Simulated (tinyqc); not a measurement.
Vibrations of a mass or spring defect in a linear chain: one step, computed by the program tinyqc. Command: `OMP_NUM_THREADS=1 python tinyqc.py 3013297 3013298 out.jsonl localmode walk`. One thread of a shared host (Intel(R) Xeon(R) Processor @ 2.30GHz), about 0.01 s of CPU time with the checks.

A ring of N atoms with nearest-neighbour springs k and motion along the chain. Atom 1 is the defect, of mass M', and its two springs are k'. Odd sites are A (the defect replaces an A atom), even sites B.

Task: Dynamical matrix of the ring. D_ii = (sum of the two springs at i)/M_i, D_ij = -k_ij/sqrt(M_i M_j) for neighbours, closed into a ring.

Inputs (values chosen for the exercise, for a model chain):

| quantity | value | unit |
|---|---|---|
| spring constant k | 6.47 | eV/angstrom^2 |
| mass M_A | 47.6 | u |
| mass M_B | 170 | u |
| defect mass M' | 22.6 | u |
| spring ratio k'/k at the defect | 1.5 | - |
| atoms in the ring N | 6 | - |

Host: diatomic.

Give: D.

Result:

D (eV/(angstrom^2 u)):
```
         1        2        3        4        5        6
1   0.8588  -0.1566   0.0000   0.0000   0.0000  -0.1566
2  -0.1566   0.0951  -0.0719   0.0000   0.0000   0.0000
3   0.0000  -0.0719   0.2718  -0.0719   0.0000   0.0000
4   0.0000   0.0000  -0.0719   0.0761  -0.0719   0.0000
5   0.0000   0.0000   0.0000  -0.0719   0.2718  -0.0719
6  -0.1566   0.0000   0.0000   0.0000  -0.0719   0.0951
```
